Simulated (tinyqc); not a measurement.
From results back to parameters: Landau levels of a parabolic two-dimensional band. Two cases, with inputs chosen for the exercise.

Problem. Two successive minima of rho_xx occur at the fields below; each unresolved level holds 2 n_B electrons, n_B = B/(h/e), so minima lie at n/n_B = 2 (j + phi) with integer j and phi = 0 or 1/2; 1/angstrom^2 = 1e16/cm^2.

Constants: h/e = 413566.7697 T angstrom^2.

Find: period in 1/B; n; j + phi at the higher field.

Method. The period is 2/(n h/e), and j + phi = 1/(B x period). An integer means phi = 0.

Case 1.

higher field = 3.03282 T
lower field = 2.27462 T

Solution.

period in 1/B = 0.1099 1/T
n = 4.40 x 1e11/cm^2
j + phi at the higher field = 3

Case 2.

higher field = 1.98512 T
lower field = 1.65427 T

Solution.

period in 1/B = 0.1007 1/T
n = 4.80 x 1e11/cm^2
j + phi at the higher field = 5

Computed by tinyqc, one run a case: `OMP_NUM_THREADS=1 python tinyqc.py N N+1 out.jsonl` with N = 1252002, 1280708; one thread of a shared Intel(R) Xeon(R) Processor @ 2.30GHz, about 0.01 s a run at most.
